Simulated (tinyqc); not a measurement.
Worked calculation: RHF in the 3-21g basis, for H3+, spin multiplicity 1. Computed by tinyqc, a small Python program that keeps every step (integrals from PySCF). Settings: charge = 1, multiplicity = 1, basis = 3-21g, energy threshold = 1e-10, iteration cap = 81, orthogonalisation = symmetric, start = random, DIIS depth = 8, method = RHF. Command: `OMP_NUM_THREADS=1 python tinyqc.py 23047 23048 out.jsonl` (the two numbers bound the seeds that draw the settings). One thread of a shared host (Intel(R) Xeon(R) Processor @ 2.60GHz), about 0.05 s of CPU time with the checks. Later iterations appear only in the table of the cycle.

## One-electron integrals

Geometry (angstrom):
```
atom         x         y          z
H     0.000000  0.000000   0.000000
H     0.000000  0.000000   0.965000
H     0.000000  0.000000  -0.965000
```

Basis 3-21g: exponents (1/bohr^2) and contraction coefficients of normalised primitives:
```
element  l (shell)  exponent  coefficient
H            s (1)  5.447178     0.156285
H            s (1)  0.824547     0.904691
H            s (2)  0.183192     1.000000
```

Overlap, kinetic and nuclear-attraction integrals over the contracted functions; the nuclear repulsion is the sum of Za Zb / Rab.

nuclear repulsion = 1.37092542 hartree

overlap S, lower triangle:
```
          1H 1s     1H 2s     2H 1s     2H 2s     3H 1s     3H 2s
1H 1s  1.000000
1H 2s  0.645899  1.000000
2H 1s  0.222291  0.390619  1.000000
2H 2s  0.390619  0.737419  0.645899  1.000000
3H 1s  0.222291  0.390619  0.003410  0.086583  1.000000
3H 2s  0.390619  0.737419  0.086583  0.295704  0.645899  1.000000
```

kinetic energy T (hartree), lower triangle:
```
          1H 1s     1H 2s      2H 1s      2H 2s     3H 1s     3H 2s
1H 1s  1.549405
1H 2s  0.293152  0.274788
2H 1s  0.003652  0.117694   1.549405
2H 2s  0.117694  0.161486   0.293152   0.274788
3H 1s  0.003652  0.117694  -0.011297  -0.013305  1.549405
3H 2s  0.117694  0.161486  -0.013305   0.015255  0.293152  0.274788
```

nuclear attraction V (hartree), lower triangle:
```
           1H 1s      1H 2s      2H 1s      2H 2s      3H 1s      3H 2s
1H 1s  -2.816826
1H 2s  -1.484574  -1.649761
2H 1s  -0.538561  -0.824156  -2.543057
2H 2s  -0.888866  -1.178159  -1.310714  -1.440075
3H 1s  -0.538561  -0.824156  -0.008683  -0.185852  -2.543057
3H 2s  -0.888866  -1.178159  -0.185852  -0.487840  -1.310714  -1.440075
```

core Hamiltonian H = T + V (hartree), lower triangle:
```
           1H 1s      1H 2s      2H 1s      2H 2s      3H 1s      3H 2s
1H 1s  -1.267421
1H 2s  -1.191423  -1.374973
2H 1s  -0.534909  -0.706462  -0.993652
2H 2s  -0.771172  -1.016673  -1.017563  -1.165287
3H 1s  -0.534909  -0.706462  -0.019980  -0.199157  -0.993652
3H 2s  -0.771172  -1.016673  -0.199157  -0.472586  -1.017563  -1.165287
```

## Two-electron integrals

Functions are numbered as in S; the eight-fold symmetry (ij|kl) = (ji|kl) = (kl|ij) leaves the list below.

Two-electron integrals (ij|kl) in chemists' order, unique and non-zero (hartree):
```
(11|11) 1.140145   (21|11) 0.611403   (21|21) 0.345152   (22|11) 0.626370
(22|21) 0.380329   (22|22) 0.482957   (31|11) 0.191625   (31|21) 0.111000
(31|22) 0.126964   (31|31) 0.051008   (32|11) 0.238237   (32|21) 0.146796
(32|22) 0.190033   (32|31) 0.073285   (32|32) 0.125591   (33|11) 0.540823
(33|21) 0.341788   (33|22) 0.464683   (33|31) 0.191625   (33|32) 0.360583
(33|33) 1.140145   (41|11) 0.360583   (41|21) 0.204721   (41|22) 0.227754
(41|31) 0.073285   (41|32) 0.099425   (41|33) 0.238237   (41|41) 0.125591
(42|11) 0.425232   (42|21) 0.260617   (42|22) 0.338858   (42|31) 0.101413
(42|32) 0.164114   (42|33) 0.425232   (42|41) 0.164114   (42|42) 0.262625
(43|11) 0.341788   (43|21) 0.214560   (43|22) 0.290905   (43|31) 0.111000
(43|32) 0.204721   (43|33) 0.611403   (43|41) 0.146796   (43|42) 0.260617
(43|43) 0.345152   (44|11) 0.464683   (44|21) 0.290905   (44|22) 0.400488
(44|31) 0.126964   (44|32) 0.227754   (44|33) 0.626370   (44|41) 0.190033
(44|42) 0.338858   (44|43) 0.380329   (44|44) 0.482957   (51|11) 0.191625
(51|21) 0.111000   (51|22) 0.126964   (51|31) 0.027041   (51|32) 0.035880
(51|33) 0.081576   (51|41) 0.059745   (51|42) 0.075890   (51|43) 0.052592
(51|44) 0.078698   (51|51) 0.051008   (52|11) 0.238237   (52|21) 0.146796
(52|22) 0.190033   (52|31) 0.035880   (52|32) 0.050604   (52|33) 0.117371
(52|41) 0.078531   (52|42) 0.110210   (52|43) 0.075762   (52|44) 0.115683
(52|51) 0.073285   (52|52) 0.125591   (53|11) 0.003659   (53|21) 0.002007
(53|22) 0.002106   (53|31) 0.000636   (53|32) 0.000806   (53|33) 0.001842
(53|41) 0.001186   (53|42) 0.001433   (53|43) 0.001161   (53|44) 0.001575
(53|51) 0.000636   (53|52) 0.000806   (53|53) 0.000012   (54|11) 0.060673
(54|21) 0.036542   (54|22) 0.045058   (54|31) 0.009088   (54|32) 0.012526
(54|33) 0.028833   (54|41) 0.019744   (54|42) 0.026729   (54|43) 0.018589
(54|44) 0.028047   (54|51) 0.017102   (54|52) 0.027186   (54|53) 0.000204
(54|54) 0.006099   (55|11) 0.540823   (55|21) 0.341788   (55|22) 0.464683
(55|31) 0.081576   (55|32) 0.117371   (55|33) 0.274185   (55|41) 0.180073
(55|42) 0.260938   (55|43) 0.177090   (55|44) 0.273003   (55|51) 0.191625
(55|52) 0.360583   (55|53) 0.001842   (55|54) 0.074310   (55|55) 1.140145
(61|11) 0.360583   (61|21) 0.204721   (61|22) 0.227754   (61|31) 0.059745
(61|32) 0.078531   (61|33) 0.180073   (61|41) 0.117602   (61|42) 0.148926
(61|43) 0.114526   (61|44) 0.161613   (61|51) 0.073285   (61|52) 0.099425
(61|53) 0.001186   (61|54) 0.024290   (61|55) 0.238237   (61|61) 0.125591
(62|11) 0.425232   (62|21) 0.260617   (62|22) 0.338858   (62|31) 0.075890
(62|32) 0.110210   (62|33) 0.260938   (62|41) 0.148926   (62|42) 0.217780
(62|43) 0.166493   (62|44) 0.243226   (62|51) 0.101413   (62|52) 0.164114
(62|53) 0.001433   (62|54) 0.037220   (62|55) 0.425232   (62|61) 0.164114
(62|62) 0.262625   (63|11) 0.060673   (63|21) 0.036542   (63|22) 0.045058
(63|31) 0.017102   (63|32) 0.027186   (63|33) 0.074310   (63|41) 0.024290
(63|42) 0.037220   (63|43) 0.042871   (63|44) 0.049024   (63|51) 0.009088
(63|52) 0.012526   (63|53) 0.000204   (63|54) 0.003126   (63|55) 0.028833
(63|61) 0.019744   (63|62) 0.026729   (63|63) 0.006099   (64|11) 0.185220
(64|21) 0.112465   (64|22) 0.142812   (64|31) 0.037544   (64|32) 0.056194
(64|33) 0.137408   (64|41) 0.067348   (64|42) 0.100202   (64|43) 0.086022
(64|44) 0.118426   (64|51) 0.037544   (64|52) 0.056194   (64|53) 0.000623
(64|54) 0.013324   (64|55) 0.137408   (64|61) 0.067348   (64|62) 0.100202
(64|63) 0.013324   (64|64) 0.042230   (65|11) 0.341788   (65|21) 0.214560
(65|22) 0.290905   (65|31) 0.052592   (65|32) 0.075762   (65|33) 0.177090
(65|41) 0.114526   (65|42) 0.166493   (65|43) 0.114360   (65|44) 0.175812
(65|51) 0.111000   (65|52) 0.204721   (65|53) 0.001161   (65|54) 0.042871
(65|55) 0.611403   (65|61) 0.146796   (65|62) 0.260617   (65|63) 0.018589
(65|64) 0.086022   (65|65) 0.345152   (66|11) 0.464683   (66|21) 0.290905
(66|22) 0.400488   (66|31) 0.078698   (66|32) 0.115683   (66|33) 0.273003
(66|41) 0.161613   (66|42) 0.243226   (66|43) 0.175812   (66|44) 0.266708
(66|51) 0.126964   (66|52) 0.227754   (66|53) 0.001575   (66|54) 0.049024
(66|55) 0.626370   (66|61) 0.190033   (66|62) 0.338858   (66|63) 0.028047
(66|64) 0.118426   (66|65) 0.380329   (66|66) 0.482957
```

## Orthogonalisation

S = U s U^T; symmetric (Loewdin) form X = U s^(-1/2) U^T, so that X^T S X = 1.

eigenvalues of S: 0.063268  0.272349  0.438135  0.720020  1.428537  3.077691

X, lower triangle:
```
           1H 1s      1H 2s      2H 1s     2H 2s      3H 1s     3H 2s
1H 1s   1.263285
1H 2s  -0.596946   2.653076
2H 1s  -0.034326  -0.006817   1.243110
2H 2s   0.080983  -1.026593  -0.473322  1.792601
3H 1s  -0.034326  -0.006817   0.003137  0.048902   1.243110
3H 2s   0.080983  -1.026593   0.048902  0.279719  -0.473322  1.792601
```

## Starting guess

The start is random orthonormal orbitals; D = 2 C_occ C_occ^T.

D at the start, lower triangle:
```
           1H 1s      1H 2s      2H 1s      2H 2s      3H 1s     3H 2s
1H 1s   0.293259
1H 2s  -0.637284   1.384888
2H 1s  -0.117320   0.254950   0.046935
2H 2s   0.609246  -1.323958  -0.243733   1.265708
3H 1s  -0.252068   0.547771   0.100841  -0.523671   0.216662
3H 2s   0.999814  -2.172705  -0.399983   2.077113  -0.859379  3.408684
```

## Iteration 1: building the Fock matrix

J_ij = sum D_kl (ij|kl), K_ij = sum D_kl (ik|jl); F = H + J - 0.5 K; E = tr D H + tr D J / 2 - 0.25 tr D K + E_nn.

Coulomb J (hartree), lower triangle:
```
          1H 1s     1H 2s     2H 1s     2H 2s     3H 1s     3H 2s
1H 1s  1.068769
1H 2s  0.632630  0.805447
2H 1s  0.196102  0.288525  0.698811
2H 2s  0.369249  0.540237  0.445522  0.639133
3H 1s  0.227012  0.366212  0.003547  0.082968  0.936354
3H 2s  0.388213  0.615000  0.068761  0.238174  0.592548  0.818007
```

exchange K (hartree), lower triangle:
```
          1H 1s     1H 2s     2H 1s     2H 2s     3H 1s     3H 2s
1H 1s  0.620893
1H 2s  0.531767  0.560862
2H 1s  0.151768  0.159439  0.074760
2H 2s  0.348909  0.375699  0.140927  0.304657
3H 1s  0.211130  0.248067  0.049523  0.136491  0.155407
3H 2s  0.458479  0.544015  0.123457  0.320831  0.297792  0.633889
```

Fock matrix F (hartree), lower triangle:
```
           1H 1s      1H 2s      2H 1s      2H 2s      3H 1s      3H 2s
1H 1s  -0.509099
1H 2s  -0.824676  -0.849957
2H 1s  -0.414691  -0.497657  -0.332221
2H 2s  -0.576378  -0.664285  -0.642504  -0.678482
3H 1s  -0.413462  -0.464283  -0.041194  -0.184435  -0.135002
3H 2s  -0.612199  -0.673681  -0.192124  -0.394828  -0.573911  -0.664225
```

total energy of this density = -0.16569657 hartree

## Iteration 1: diagonalisation and new density

Diagonalise F' = X^T F X, C = X C', fill 1 alpha and 1 beta electrons from the bottom; D = 2 C_occ C_occ^T. Each column has its largest component positive (the first on a tie).

F' = X^T F X (hartree), lower triangle:
```
           1          2          3          4          5          6
1   0.041248
2  -0.640570   0.037975
3  -0.175714  -0.109709   0.106472
4  -0.092968  -0.218914  -0.523877  -0.141606
5  -0.178035  -0.089888   0.046952   0.034595   0.332595
6  -0.144458  -0.251304   0.034540  -0.108334  -0.525400  -0.118767
```

orbital energies (hartree): MO1 -1.020177, MO2 -0.501424, MO3 -0.120651, MO4 0.466444, MO5 0.653562, MO6 0.780164

coefficients C:
```
            MO1        MO2        MO3        MO4        MO5        MO6
1H 1s  0.360663  -0.063728   0.337375   0.499406   0.610286  -1.047802
1H 2s  0.283324  -0.191228   1.790712  -0.625140  -1.059260   2.160258
2H 1s  0.175348   0.342968  -0.065303   1.041666  -0.697889   0.219603
2H 2s  0.198897   0.672009  -1.195004  -0.726446   1.163042  -0.882587
3H 1s  0.103871  -0.219950  -0.136973   0.431751   0.893767   0.842511
3H 2s  0.232324  -0.473234  -1.340575   0.005660  -0.535699  -1.488780
```

D after iteration 1, lower triangle:
```
          1H 1s     1H 2s     2H 1s     2H 2s     3H 1s     3H 2s
1H 1s  0.260156
1H 2s  0.204369  0.160546
2H 1s  0.126483  0.099360  0.061494
2H 2s  0.143470  0.112705  0.069752  0.079120
3H 1s  0.074925  0.058859  0.036427  0.041319  0.021579
3H 2s  0.167581  0.131646  0.081475  0.092417  0.048264  0.107949
```

## Iteration 2: building the Fock matrix

As before.

Coulomb J (hartree), lower triangle:
```
          1H 1s     1H 2s     2H 1s     2H 2s     3H 1s     3H 2s
1H 1s  1.493718
1H 2s  0.870447  1.034310
2H 1s  0.298412  0.435176  1.091909
2H 2s  0.522876  0.731883  0.666155  0.869744
3H 1s  0.288376  0.415098  0.004948  0.099247  1.023193
3H 2s  0.517494  0.718627  0.103137  0.305849  0.631499  0.842338
```

exchange K (hartree), lower triangle:
```
          1H 1s     1H 2s     2H 1s     2H 2s     3H 1s     3H 2s
1H 1s  1.122023
1H 2s  0.957198  0.939087
2H 1s  0.480199  0.508429  0.478249
2H 2s  0.676499  0.689806  0.477966  0.574860
3H 1s  0.429861  0.448471  0.155627  0.264099  0.372789
3H 2s  0.656743  0.665893  0.288501  0.439464  0.407090  0.536513
```

Fock matrix F (hartree), lower triangle:
```
           1H 1s      1H 2s      2H 1s      2H 2s      3H 1s      3H 2s
1H 1s  -0.334714
1H 2s  -0.799575  -0.810206
2H 1s  -0.476597  -0.525501  -0.140868
2H 2s  -0.586546  -0.629693  -0.590391  -0.582972
3H 1s  -0.461464  -0.515600  -0.092845  -0.231960  -0.156853
3H 2s  -0.582050  -0.630992  -0.240271  -0.386469  -0.589609  -0.591206
```

total energy of this density = -1.17885031 hartree

## Iteration 2: DIIS over 2 matrices

error matrix X^T (FDS - SDF) X:
```
           1          2          3          4         5          6
1   0.000000   0.097994   0.057870   0.012158  0.116783  -0.015770
2  -0.097994   0.000000   0.003957  -0.065734  0.077775  -0.095975
3  -0.057870  -0.003957   0.000000  -0.039310  0.041214  -0.056041
4  -0.012158   0.065734   0.039310   0.000000  0.087987  -0.022486
5  -0.116783  -0.077775  -0.041214  -0.087987  0.000000  -0.101860
6   0.015770   0.095975   0.056041   0.022486  0.101860   0.000000
```

B (overlaps of the stored error matrices):
```
               1              2
1  3.7352648e+00  6.4039464e-01
2  6.4039464e-01  1.4318068e-01
```

Minimise |sum c_i e_i|^2 with sum c_i = 1: solve [B -1; -1 0][c; lambda] = [0; -1] with B_ij = tr e_i^T e_j, and take F = sum c_i F_i.

DIIS coefficients: -0.191409  1.191409

extrapolated F (hartree), lower triangle:
```
           1H 1s      1H 2s      2H 1s      2H 2s      3H 1s      3H 2s
1H 1s  -0.301336
1H 2s  -0.794770  -0.802598
2H 1s  -0.488446  -0.530830  -0.104241
2H 2s  -0.588492  -0.623072  -0.580416  -0.564691
3H 1s  -0.470652  -0.525422  -0.102732  -0.241056  -0.161036
3H 2s  -0.576279  -0.622821  -0.249486  -0.384869  -0.592614  -0.577229
```

## Iteration 2: diagonalisation and new density

As before.

F' = X^T F X (hartree), lower triangle:
```
           1          2          3          4          5         6
1   0.349980
2  -0.731310   0.112233
3  -0.266945  -0.164057   0.410510
4  -0.104806  -0.232310  -0.570325   0.036717
5  -0.248854  -0.157497   0.027151   0.005621   0.334206
6  -0.093069  -0.226813  -0.001157  -0.082442  -0.558856  0.008647
```

orbital energies (hartree): MO1 -0.990841, MO2 -0.355539, MO3 0.022477, MO4 0.692945, MO5 0.810423, MO6 1.072827

coefficients C:
```
            MO1        MO2        MO3        MO4        MO5        MO6
1H 1s  0.307556  -0.018893   0.223066   0.526439   0.234093  -1.221091
1H 2s  0.431368  -0.091058   2.007656  -0.684249  -0.351731   2.164734
2H 1s  0.198313  -0.248111  -0.082155   0.523328   1.038796   0.558905
2H 2s  0.105468  -0.542304  -1.409869  -0.116646  -0.930021  -1.186190
3H 1s  0.202113   0.282335  -0.056650   0.975834  -0.725422   0.413184
3H 2s  0.107009   0.652205  -1.345922  -0.612732   0.921434  -1.051537
```

D after iteration 2, lower triangle:
```
          1H 1s     1H 2s     2H 1s     2H 2s     3H 1s     3H 2s
1H 1s  0.189181
1H 2s  0.265339  0.372156
2H 1s  0.121985  0.171092  0.078656
2H 2s  0.064874  0.090991  0.041831  0.022247
3H 1s  0.124322  0.174370  0.080163  0.042633  0.081699
3H 2s  0.065822  0.092320  0.042443  0.022572  0.043256  0.022902
```

## Iteration 7 (converged): orbitals

converged F (hartree), lower triangle:
```
           1H 1s      1H 2s      2H 1s      2H 2s      3H 1s      3H 2s
1H 1s  -0.326733
1H 2s  -0.794247  -0.809749
2H 1s  -0.475020  -0.528946  -0.150755
2H 2s  -0.578918  -0.627442  -0.592494  -0.579839
3H 1s  -0.475020  -0.528946  -0.100917  -0.241790  -0.150755
3H 2s  -0.578918  -0.627442  -0.241790  -0.384230  -0.592494  -0.579839
```

As before.

F' = X^T F X (hartree), lower triangle:
```
           1          2          3          4          5         6
1   0.307428
2  -0.714225   0.091365
3  -0.251391  -0.161433   0.349455
4  -0.095265  -0.229000  -0.560710   0.011059
5  -0.251391  -0.161433   0.025235   0.006015   0.349455
6  -0.095265  -0.229000   0.006015  -0.081795  -0.560710  0.011059
```

orbital energies (hartree): MO1 -0.995682, MO2 -0.369875, MO3 0.004927, MO4 0.671279, MO5 0.786949, MO6 1.022223

coefficients C:
```
            MO1        MO2        MO3        MO4        MO5        MO6
1H 1s  0.308737   0.000000   0.238886  -0.581950   0.000000  -1.215177
1H 2s  0.437008   0.000000   1.980873   0.787893  -0.000001   2.183443
2H 1s  0.200906  -0.268498  -0.072407  -0.759016   0.912707   0.496129
2H 2s  0.101443  -0.595094  -1.368606   0.333488  -0.962615  -1.141573
3H 1s  0.200906   0.268498  -0.072407  -0.759017  -0.912707   0.496129
3H 2s  0.101443   0.595094  -1.368606   0.333488   0.962615  -1.141572
```

D after iteration 7, lower triangle:
```
          1H 1s     1H 2s     2H 1s     2H 2s     3H 1s     3H 2s
1H 1s  0.190637
1H 2s  0.269841  0.381951
2H 1s  0.124054  0.175595  0.080727
2H 2s  0.062639  0.088663  0.040761  0.020582
3H 1s  0.124054  0.175595  0.080727  0.040761  0.080727
3H 2s  0.062639  0.088663  0.040761  0.020582  0.040761  0.020582
```

## Convergence

Stop when the energy changes by less than 1e-10 hartree and every element of the error matrix X^T (F D S - S D F) X is below 3e-06.

Course of the cycle:
```
iteration  E (hartree)     change  largest element of the error matrix
1          -0.16569657          -                             7.26e-01
2          -1.17885031  -1.01e+00                             1.17e-01
3          -1.20204856  -2.32e-02                             2.91e-03
4          -1.20208250  -3.39e-05                             5.55e-04
5          -1.20208351  -1.01e-06                             4.83e-05
6          -1.20208351  -7.23e-09                             3.80e-06
7          -1.20208351  -1.76e-11                             6.58e-08
```

PySCF RHF in the same basis = -1.20208351 hartree

Converged in 7 iterations.

## Populations, bond orders and dipole

Mulliken: Z minus the diagonal of D S on the atom; Loewdin: the same with S^(1/2) D S^(1/2); Mayer order: 2 sum_s sum (D(s) S)_ij (D(s) S)_ji over the two atoms.

Charges (e):
```
atom   Mulliken    Loewdin
1H    -0.293201  -0.084595
2H     0.646600   0.542297
3H     0.646600   0.542297
```

Mayer bond orders:
```
pair     order
2-1   0.457017
3-1   0.457017
3-2   0.124891
```

dipole moment about the origin, x y z (debye): 0.000000  0.000000  0.000000
